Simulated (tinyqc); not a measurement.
Worked calculation: LDA (VWN5) atom on a uniform radial grid, spin-unpolarised, for Li+. Computed by tinyqc, a small Python program that keeps every step. Settings: Z = 3, points = 64, R = 7.7, functional = lda,vwn, mixing = 0.2, iteration cap = 66. Command: `OMP_NUM_THREADS=1 python tinyqc.py 30716 30717 out.jsonl` (the two numbers bound the seeds that draw the settings). One thread of a shared host (Intel(R) Xeon(R) Processor @ 2.60GHz), about 0.05 s of CPU time with the checks. Later iterations appear only in the table of the cycle.

## Iteration 1

Spherical atom on a uniform radial grid r_j = j h with h = R/(N + 1), h sum u^2 = 1 and integrals as h times sums, u(0) = u(R) = 0 (atomic units):
```
parameter           value
Z                       3
points N               64
R                7.700000
h                0.118462
mixing           0.200000
electrons in 1s         2
```

Three-point differences turn -u''/2 + [l(l+1)/2r^2 - Z/r + V] u = e u into a tridiagonal matrix (diagonal 1/h^2 + potential, off-diagonal -1/2h^2). D = sum f u^2; the Hartree potential y/r solves y'' = -D/r with y(0) = 0, y(R) = N_e; v_xc comes from rho = D/(4 pi r^2); E = sum f e - int D V + int D (V_H/2 + eps_xc); V(new) = V + mixing (V_H + v_xc - V).

eigenvalues (hartree): 1s -4.366236

Every 4th grid point:
```
r             V in     u(1s)         D       V_H       v_xc
0.473846  0.000000  1.186800  2.816988  3.612094  -1.064141
0.947692  0.000000  0.589317  0.694590  2.080888  -0.445831
1.421538  0.000000  0.219473  0.096337  1.405273  -0.191128
1.895385  0.000000  0.072654  0.010557  1.055098  -0.083094
2.369231  0.000000  0.022548  0.001017  0.844150  -0.036038
2.843077  0.000000  0.006718  0.000090  0.703463  -0.015375
3.316923  0.000000  0.001946  0.000008  0.602968  -0.006423
3.790769  0.000000  0.000552  6.10e-07  0.527597  -0.002635
4.264615  0.000000  0.000154  4.76e-08  0.468975  -0.001066
4.738462  0.000000  0.000043  3.62e-09  0.422078  -0.000428
5.212308  0.000000  0.000012  2.70e-10  0.383707  -0.000171
5.686154  0.000000  3.15e-06  1.98e-11  0.351732  -0.000068
6.160000  0.000000  8.46e-07         0  0.324675  -0.000027
6.633846  0.000000  2.26e-07         0  0.301484   0.000000
7.107692  0.000000  5.80e-08         0  0.281385   0.000000
7.581538  0.000000  7.74e-09         0  0.263799   0.000000
```

total energy = -6.74589068 hartree

## Iteration 2

As before.

eigenvalues (hartree): 1s -3.854781

Every 4th grid point:
```
r             V in     u(1s)         D       V_H       v_xc
0.473846  0.509591  1.177646  2.773701  3.566665  -1.058939
0.947692  0.327011  0.612942  0.751396  2.075133  -0.456758
1.421538  0.242829  0.241820  0.116953  1.404695  -0.202608
1.895385  0.194401  0.085263  0.014540  1.055046  -0.091418
2.369231  0.161622  0.028285  0.001600  0.844146  -0.041319
2.843077  0.137617  0.009031  0.000163  0.703462  -0.018457
3.316923  0.119309  0.002809  0.000016  0.602968  -0.008101
3.790769  0.104993  0.000857  1.47e-06  0.527597  -0.003497
4.264615  0.093582  0.000258  1.33e-07  0.468975  -0.001491
4.738462  0.084330  0.000077  1.18e-08  0.422078  -0.000630
5.212308  0.076707  0.000023  1.02e-09  0.383707  -0.000265
5.686154  0.070333  0.000007  8.73e-11  0.351732  -0.000111
6.160000  0.064930  1.92e-06         0  0.324675  -0.000046
6.633846  0.060297  5.53e-07         0  0.301484  -0.000009
7.107692  0.056277  1.52e-07         0  0.281385   0.000000
7.581538  0.052760  2.12e-08         0  0.263799   0.000000
```

total energy = -6.80318129 hartree

## Iteration 3

As before.

eigenvalues (hartree): 1s -3.459805

Every 4th grid point:
```
r             V in     u(1s)         D       V_H       v_xc
0.473846  0.909218  1.168977  2.733014  3.527746  -1.053999
0.947692  0.585284  0.631510  0.797608  2.069704  -0.465239
1.421538  0.434680  0.260920  0.136159  1.404087  -0.212101
1.895385  0.348246  0.096789  0.018736  1.054984  -0.098600
2.369231  0.289863  0.033882  0.002296  0.844140  -0.046062
2.843077  0.247095  0.011442  0.000262  0.703462  -0.021344
3.316923  0.214421  0.003771  0.000028  0.602968  -0.009747
3.790769  0.188814  0.001221  2.98e-06  0.527597  -0.004385
4.264615  0.168362  0.000390  3.04e-07  0.468975  -0.001950
4.738462  0.151754  0.000123  3.04e-08  0.422078  -0.000860
5.212308  0.138054  0.000039  2.98e-09  0.383707  -0.000377
5.686154  0.126590  0.000012  2.89e-10  0.351732  -0.000165
6.160000  0.116870  3.72e-06  2.76e-11  0.324675  -0.000072
6.633846  0.108533  1.14e-06         0  0.301484  -0.000031
7.107692  0.101299  3.33e-07         0  0.281385   0.000000
7.581538  0.094968  4.79e-08         0  0.263799   0.000000
```

total energy = -6.83997183 hartree

## Convergence

Stop when input and output potentials agree to 1e-7.

Course of the cycle (hartree):
```
iteration            E      e(1s)  largest |V(out) - V(in)|
1          -6.74589068  -4.366236                  3.58e+00
2          -6.80318129  -3.854781                  2.76e+00
3          -6.83997183  -3.459805                  2.12e+00
4          -6.86314688  -3.154553                  1.63e+00
5          -6.87749403  -2.918457                  1.25e+00
6          -6.88624155  -2.735703                  9.53e-01
7          -6.89150559  -2.594120                  7.28e-01
8          -6.89463878  -2.484344                  5.56e-01
9          -6.89648696  -2.399157                  4.24e-01
10         -6.89756933  -2.332996                  3.24e-01
11         -6.89819966  -2.281569                  2.47e-01
...                ...        ...                       ...
56         -6.89906436  -2.098931                  5.64e-06
57         -6.89906436  -2.098930                  4.49e-06
58         -6.89906436  -2.098929                  3.58e-06
59         -6.89906436  -2.098928                  2.85e-06
60         -6.89906436  -2.098928                  2.27e-06
61         -6.89906436  -2.098927                  1.81e-06
62         -6.89906436  -2.098927                  1.45e-06
63         -6.89906436  -2.098927                  1.15e-06
64         -6.89906436  -2.098927                  9.19e-07
65         -6.89906436  -2.098926                  7.33e-07
66         -6.89906436  -2.098926                  5.85e-07
```

Not converged within 66 iterations: the residual falls steadily but slowly, by a factor of about 0.80 a step. Reruns (cap 100 unless said): mixing 0.3: converged in 47; mixing 0.6: converged in 19; the original settings with a cap of 400: converged in 74. Even converged, this uniform grid resolves the cusp poorly and misses the energy of the atom.
